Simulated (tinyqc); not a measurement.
# Body thickness for a wanted scale length

Inverse problem. A double-gate structure has tan(pi ti/Lambda) tan(pi ts/(2 Lambda)) = ei/eps_r, both angles below pi/2. Find ts.

Inputs (values chosen for the exercise); permittivities: semiconductor made up, insulator close to that of aluminium oxide: relative permittivity of the semiconductor eps_r = 9.74; relative permittivity of the insulator ei = 9.15; insulator thickness ti = 3.7 nm.

Lambda = 17.540807 nm

Answer. The condition is explicit in ts: an arctangent, taken between 0 and pi/2.

ts = 9.800 nm

tinyqc, about 0.01 s, one thread, Intel Xeon 2.30GHz (shared host): `OMP_NUM_THREADS=1 python tinyqc.py 2420042 2420043 out.jsonl`
